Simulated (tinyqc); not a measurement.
# Arrhenius plot from several rate windows

Emission rate en = sn vth(T) Nc(T) exp(-Et/kB T) = sn g T^2 exp(-Et/kB T), g = vth Nc/(300 K)^2, as vth goes as T^0.5 and Nc as T^1.5 (degeneracy factor 1). Each window ew gives the temperature where en = ew.

Parameters, values chosen for the exercise; material values close to those of gallium arsenide: conduction-band density of states at 300 K Nc = 4.36e17 cm^-3; thermal velocity at 300 K vth = 4.7e7 cm/s; depth of the trap below the conduction edge Et = 0.12 eV; capture cross-section sn = 9.8e-16 cm^2.

Constants: q = 1.602176634e-19 C, kB = 1.380649e-23 J/K. Results are converted to the units shown.

Arrhenius plot from several rate windows:
```
ew (1/s)  T peak (K)  q/kB T (1/eV)  ln(ew/T^2)   ln ew
1.7            68.78          168.7      -7.931  0.5306
5.1            72.34          160.4      -6.934   1.629
15             76.20          152.3      -5.959   2.708
47             80.74          143.7      -4.932   3.850
140            85.58          135.6      -3.957   4.942
430            91.15          127.3      -2.961   6.064
1300           97.36          119.2      -1.987   7.170
3900           104.4          111.2      -1.027   8.269
```

The peak rises from 68.8 to 104 K. ln(ew/T^2) against q/kB T is a straight line of slope -0.1200 eV, the trap depth. Its intercept gives sn = 9.80e-16 cm^2. Leaving out the T^2 gives 0.1345 eV, too high by about 2 kB T.

Numbers from tinyqc (`OMP_NUM_THREADS=1 python tinyqc.py 2050047 2050048 out.jsonl`; about 0.01 s on one thread of a shared Intel Xeon 2.30GHz).
